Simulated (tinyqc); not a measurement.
Inside a calculation. Model: short-channel transistor, virtual-source model with series resistance.

tinyqc, about 0.01 s, one thread, Intel Xeon 2.30GHz (shared host): `OMP_NUM_THREADS=1 python tinyqc.py 2380037 2380038 out.jsonl` Printed values are rounded.

The current per gate width is the charge at the top of the source barrier (the virtual source) times its velocity times a saturation function; al and be are fitting constants of the model. Units: I in uA/um, Rs in ohm um, so I Rs = 1e-6 I Rs in volts; Q in uC/cm^2, so I = 1e-4 Q vx0 Fsat with vx0 in cm/s.

Values chosen for this exercise:
- T = 325 K (temperature)
- Cinv = 1.8 uF/cm^2 (inversion capacitance)
- vx0 = 7.83e6 cm/s (velocity at the virtual source)
- mu = 930 cm^2/(V s) (apparent mobility)
- L = 45 nm (channel length)
- VT0 = 0.301 V (threshold at zero drain voltage)
- dl = 0.069 V/V (drain-induced barrier lowering)
- n0 = 1.33 (subthreshold factor)
- nd = 0 1/V (growth of n with drain voltage)
- al = 3.5 (threshold shift (in units of Vt) from weak to strong inversion)
- be = 1.4 (sharpness of saturation)
- Rs = 150 ohm um (series resistance of each contact)
- Vgs = 0.5 V (gate voltage)
- Vds = 0.25 V (drain voltage)

Constants: q = 1.602176634e-19 C, kB = 1.380649e-23 J/K, Vt = kB T/q. Results are converted to the units shown.

## Iteration 1: current through the series resistance

I at the start = 0 uA/um

Intrinsic voltages Vg' = Vgs - I Rs, Vd' = Vds - 2 I Rs. n = n0 + nd Vd', VT = VT0 - dl Vd', Ff = 1/(1 + exp((Vg' - VT + al Vt/2)/(al Vt))), Q = Cinv n Vt ln(1 + exp((Vg' - VT + al Vt Ff)/(n Vt))), Vdsat = (vx0 L/mu)(1 - Ff) + Vt Ff, Fsat = u/(1 + u^be)^(1/be) with u = Vd'/Vdsat, and I(out) = Q vx0 Fsat per width. (Fsat takes the sign of u.) I(new) = I + 0.3 (I(out) - I).

Vg' = 0.5 V
Vd' = 0.25 V
VT = 0.2837500 V
Ff = 0.06261239
Q = 0.4004683 uC/cm^2
Vdsat = 0.03726844 V
Fsat = 0.9530605
I(out) = 298.8480 uA/um
I after iteration 1 = 89.65441 uA/um

## Iteration 2: current through the series resistance

As before.

Vg' = 0.4865518 V
Vd' = 0.2231037 V
VT = 0.2856058 V
Ff = 0.07242611
Q = 0.3747328 uC/cm^2
Vdsat = 0.03717147 V
Fsat = 0.9456642
I(out) = 277.4728 uA/um
I after iteration 2 = 145.9999 uA/um

## Course of the iteration: current through the series resistance

Stop when I changes by less than 1e-7 uA/um, or after 80 iterations.

Course of the iteration:
```
iteration	I (uA/um)	|change| (uA/um)
1	89.65441	89.7
2	145.9999	56.3
3	181.3970	35.4
4	203.6241	22.2
5	217.5763	14.0
6	226.3317	8.76
7	231.8249	5.49
8	235.2709	3.45
9	237.4324	2.16
...	...	...
38	241.0692	2.88e-6
39	241.0692	1.80e-6
40	241.0692	1.13e-6
41	241.0692	7.10e-7
42	241.0692	4.45e-7
43	241.0692	2.79e-7
44	241.0692	1.75e-7
45	241.0692	1.10e-7
46	241.0692	6.89e-8
```

Converged in 46 iterations. At the end each change is about 0.63 times the one before: linear convergence.

## What the series resistance costs

converged I = 241.0692 uA/um
I0 = 298.8480 uA/um

Intrinsic voltages Vg' = Vgs - I Rs, Vd' = Vds - 2 I Rs. n = n0 + nd Vd', VT = VT0 - dl Vd', Ff = 1/(1 + exp((Vg' - VT + al Vt/2)/(al Vt))), Q = Cinv n Vt ln(1 + exp((Vg' - VT + al Vt Ff)/(n Vt))), Vdsat = (vx0 L/mu)(1 - Ff) + Vt Ff, Fsat = u/(1 + u^be)^(1/be) with u = Vd'/Vdsat, and I = Q vx0 Fsat per width. I0 is the current for Rs = 0. Effective velocity I/Q; transit time L Q/I.

loss against I0 = 19.33386 %
effective velocity = 7.262564e6 cm/s
transit time = 0.6196159 ps

The carriers leave the virtual source at 92.8 % of vx0: the device is in saturation.
